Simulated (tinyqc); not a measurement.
A transmission-line measurement read back: specific resistance of a metal-semiconductor contact and its transmission-line measurement. Computed by tinyqc, a small Python program. Command: `OMP_NUM_THREADS=1 python tinyqc.py 3007349 3007350 out.jsonl contact walk`. One thread of a shared host (Intel(R) Xeon(R) Processor @ 2.30GHz), about 0.01 s of CPU time with the checks.

The barrier is parabolic (depletion approximation), energies E are normal energies counted from the band edge in the neutral semiconductor (downwards for holes), and the bias is zero. xi is an input, held fixed when other inputs move.

Inputs (values chosen for the exercise, modelled on n-type silicon):
```
quantity                                           value          unit
tunnelling mass m                                   0.31           m_0
permittivity eps                                    11.7             -
Richardson constant A*                               115  A/(cm^2 K^2)
barrier height phi_B                                0.48            eV
doping N                                         1.3e+20        1/cm^3
Fermi level above the band edge in the bulk, xi    0.065            eV
temperature T                                        500             K
sheet resistance R_sh                                 65           ohm
contact length d                                     6.1    micrometre
contact width W                                       75    micrometre
```

Image-force lowering: left out.

Constants: hbar = 1.054571817e-34 J s; eps_0 = 8.8541878128e-12 F/m; m_0 = 9.1093837015e-31 kg; k_B = 8.617333262e-05 eV/K; e = 1.602176634e-19 C.

Method:
- E_00 = (e hbar/2) sqrt(N/(eps eps_0 m)); band bending E_b = phi_B + xi; depletion width w = sqrt(2 eps eps_0 E_b/(e^2 N)).
- WKB transmission for E < E_b, with a = E/E_b: D = exp{-(E_b/E_00) [sqrt(1 - a) - a ln((1 + sqrt(1 - a))/sqrt(a))]}; D = 1 above.
- At zero bias 1/rho_c = (e A*/k_B^2) int D(E) f(E) dE, f = 1/(1 + exp((E - xi)/k_B T)); 200 Gauss-Legendre points from 0 to E_b, and k_B T ln(1 + exp((xi - E_b)/k_B T)) for the part above the barrier; the share of tunnelling is the part below.
- Transmission-line model: transfer length L_T = sqrt(rho_c/R_sh); R_c = (R_sh L_T/W) coth(d/L_T). Limits: rho_c/(W d) for d << L_T, sqrt(rho_c R_sh)/W for d >> L_T.
- Transmission-line model: transfer length L_T = sqrt(rho_c/R_sh); R_c = (R_sh L_T/W) coth(d/L_T). Two contacts a gap s apart give R = 2 R_c + R_sh s/W. A straight-line fit gives R_sh from the slope and R_c from the intercept; the simple reading takes L_x = R_c W/R_sh as the transfer length and rho_c = R_sh L_x^2.

R_c W = 12.6818 ohm micrometre

contact resistance R_c = 0.169090 ohm

specific contact resistance rho_c = 2.47426e-08 ohm cm^2

Resistances:
```
gap s (micrometre)  R (ohm)
0.20                 0.5115
0.39                 0.6762
0.78                 1.0142
1.60                 1.7248
3.10                 3.0248
```

L_x = 0.19510 micrometre

rho_c by the simple reading = 2.4743e-08 ohm cm^2

simple reading over true value = 1.00000

What follows from these numbers?

The simple reading is right, since coth(d/L_T) is 1 for so long a contact.
